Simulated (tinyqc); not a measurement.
## From single traps to 1/f noise

7 half-filled traps with time constants tau_j = 1.9e-7 s times 10^(1 j), j = 0..6, each shift the threshold by a = 42.2 uV when filled and give the Lorentzian a^2 tau/(1 + (2 pi f tau)^2). For time constants spread evenly in ln tau the sum tends to a^2/(4 f ln(10^1)). slope = d ln S/d ln f.

Results:
```
f (Hz)	S (uV^2/Hz)	1/f limit (uV^2/Hz)	slope	j of the largest term
0.01	375.91	19335	-2.5675e-4	6
0.1	371.20	1933.5	-0.025283	6
1	176.64	193.35	-0.93364	6
30	6.0852	6.4451	-0.94490	4
30000	0.0060769	0.0064451	-0.95582	1
1e6	1.6573e-4	1.9335e-4	-1.3038	0
1e7	2.6214e-6	1.9335e-5	-1.9875	0
1e8	2.6378e-8	1.9335e-6	-1.9999	0
```

Estimate the missing row, f = 1000 Hz.

Computed row:
```
f (Hz)	S (uV^2/Hz)	1/f limit (uV^2/Hz)	slope	j of the largest term
1000	0.20279	0.19335	-1.0699	3
```

With this row back in the table: Below the slowest trap (1/(2 pi tau) = 0.84 Hz) the spectrum is flat, slope 0.00 in the first row; above the fastest (8.4e5 Hz) the slope tends to -2 (-2.00 in the last row). In between, at 30, 1000 and 30000 Hz, the slopes are -0.94, -1.07 and -0.96, and S is 4.9 % above the 1/f limit at 1000 Hz.

Program tinyqc, `OMP_NUM_THREADS=1 python tinyqc.py 2150125 2150126 out.jsonl`; Intel Xeon 2.30GHz, shared host, one thread, about 0.01 s.
